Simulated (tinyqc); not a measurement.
Two-band model of a narrow-gap semiconductor with electrons and holes: one step, computed by the program tinyqc. Command: `OMP_NUM_THREADS=1 python tinyqc.py 3023207 3023208 out.jsonl bipolar walk`. One thread of a shared host (Intel(R) Xeon(R) Processor @ 2.30GHz), about 0.08 s of CPU time with the checks.

Two parabolic bands with acoustic scattering (r = -1/2, a = 0), a gap that does not change with T, and fully ionised dopants. Melting is ignored, so values above the melting point are formal, and kappa_L does not change with T. eta_n = (E_F - E_c)/(k_B T), eta_p = -eta_n - E_g/(k_B T).

Task: Both bands together. Both bands together (these totals replace the one-band zT): sigma = sigma_n + sigma_p; S = (sigma_p |S_p| - sigma_n |S_n|)/sigma; kappa_bip = (sigma_n sigma_p/sigma)(|S_n| + |S_p|)^2 T; kappa_e = (L_n sigma_n + L_p sigma_p) T; zT = S^2 sigma T/(kappa_L + kappa_e + kappa_bip); weak-field R_H = (r_p sigma_p^2/p - r_n sigma_n^2/n)/(e sigma^2), where the Hall factors r_n and r_p are <x^(3/2)> <x^(1/2)>/<s>^2.

Inputs (values chosen for the exercise, modelled on PbTe): lattice thermal conductivity kappa_L = 1.1 W/(m K); temperature T = 400 K.

Doping: p-type.

Partial coefficients:
```
band,sigma (S/cm),|S| (microvolt/K),L (1e-8 V^2/K^2),density (1/cm^3),Hall factor
electrons,0.6712774,745.8139,1.485408,6.597425e+15,1.178005
holes,26.64741,401.9586,1.498096,4.465974e+17,1.173190
```

Constants: e = 1.602176634e-19 C.

Give: conductivity sigma; Seebeck coefficient S; bipolar thermal conductivity; kappa_e; zT; Hall coefficient R_H.

Result:

conductivity sigma = 27.32 S/cm

Seebeck coefficient S = 373.8 microvolt/K

bipolar thermal conductivity = 0.03450 W/(m K)

kappa_e = 0.01637 W/(m K)

zT = 0.1326

Hall coefficient R_H = 14.93 cm^3/C

The minority band lowers |S| from 402 to 374 microvolt/K, and bipolar flow adds 3 % of the thermal conductivity.
